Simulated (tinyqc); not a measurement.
# From one set of inputs to another, one input at a time

Model: classical nucleation, growth and JMAK kinetics of crystallisation from a melt or glass. Computed by tinyqc, a small Python program. Command: `OMP_NUM_THREADS=1 python tinyqc.py 3011602 3011603 out.jsonl nucl ladder`. One thread of a shared host (Intel(R) Xeon(R) Processor @ 2.30GHz), about 0.02 s of CPU time with the checks.

A spherical nucleus cap on a flat wall with a sharp interface of isotropic energy gamma; lambda = Omega^(1/3) is the jump distance.

The inputs printed are set A. Inputs not listed in the table keep their values of set A, so the rows need not describe a real material.

Inputs (values chosen for the exercise, for a model substance):
```
quantity                        value        unit
melting point T_m                1030           K
heat of melting per volume H     1410      J/cm^3
interface energy gamma          0.201       J/m^2
atomic volume Omega              29.4  angstrom^3
temperature T                     765           K
diffusion prefactor D0        1.5e-07       m^2/s
activation energy Q             0.741          eV
contact angle theta                90     degrees
wall area per volume S_v      4.8e+06         1/m
```

Nucleation: on a flat wall. Driving force: Turnbull (linear).

Constants: k_B = 8.617333262e-05 eV/K; k_B = 1.380649e-23 J/K.

Method:
- Driving force per volume: dG = H (T_m - T)/T_m.
- Shape factor f = (2 + cos theta)(1 - cos theta)^2/4.
- W(r) = f [4 pi r^2 gamma - (4/3) pi r^3 dG]; r* = 2 gamma/dG; W* = f 16 pi gamma^3/(3 dG^2); n* = f (4/3) pi r*^3/Omega.
- D = D0 exp(-Q/(k_B T)); attachment rate k+ = (A*/lambda^2) D/lambda^2 with A* = 2 pi r*^2 (1 - cos theta); Zeldovich factor Z = sqrt(W*/(3 pi k_B T))/n*; sites per volume N = S_v/lambda^2; I = N Z k+ exp(-W*/(k_B T)); lag time = 1/(4 pi Z^2 k+).
- Growth (Wilson-Frenkel): u = (D/lambda) [1 - exp(-dG Omega/(k_B T))].
- D = D0 exp(-Q/(k_B T)).
- JMAK with steady nucleation and growth, nuclei spread at random: extended fraction X_e = (pi/3) I u^3 t^4, X = 1 - exp(-X_e); t_X = [-3 ln(1 - X)/(pi I u^3)]^(1/4); final grains per volume = Gamma(5/4) (3/pi)^(1/4) (I/u)^(3/4), Gamma(5/4) = 0.9064024771.
- The nose is the T between 0.3 and 0.97 T_m where I u^3 is largest; the time is for X = 1e-6, and the critical cooling rate is estimated as (T_m - T_nose)/t_nose.

Each row keeps all changes above it:
```
input moved                          from       to  nucleation rate I (1/(m^3 s))  growth velocity u (m/s)  critical cooling rate (K/s)
set A                                   -        -                      1.099e+12                4.057e-03                    7.464e+06
activation energy Q (eV)            0.741     1.71                      4.543e+05                1.677e-09                    2.757e-01
wall area per volume S_v (1/m)    4800000   150000                      1.420e+04                1.677e-09                    1.159e-01
melting point T_m (K)                1030      940                      6.490e-16                1.368e-09                    3.195e-03
diffusion prefactor D0 (m^2/s)    1.5e-07  6.6e-05                      2.856e-13                6.017e-07                    1.406e+00
contact angle theta (degrees)          90       40                      8.102e+24                6.017e-07                    2.062e+05
temperature T (K)                     765      683                      1.142e+25                3.605e-08                    2.062e+05
atomic volume Omega (angstrom^3)     29.4     18.9                      1.777e+25                3.215e-08                    2.002e+05
```

Nucleation rate I goes from 1.10e12 to 1.78e25, a factor 1.62e13 in all. The largest single move comes from contact angle theta (a factor 2.84e37), and melting point T_m works against it (a factor 4.57e-20). Growth velocity u goes from 0.00406 to 3.21e-8, a factor 7.92e-6 in all. The largest single move comes from activation energy Q (a factor 4.13e-7), and diffusion prefactor D0 works against it (a factor 440). Critical cooling rate goes from 7.46e6 to 200000, a factor 0.0268 in all. The largest single move comes from activation energy Q (a factor 3.69e-8), and contact angle theta works against it (a factor 147000). The single moves hold for this order of the switches; the total does not depend on the order.

Caution (rows contact angle theta, temperature T, atomic volume Omega): at the nose the nucleus has under 20 atoms or the barrier is under 10 k_B T, so the result is only a guide. Caution (rows contact angle theta, temperature T, atomic volume Omega): at the nose the lag time is not small against the nose time, so steady nucleation overstates the critical cooling rate.

Extremes, crossings and ranges named in words are read from the listed rows.
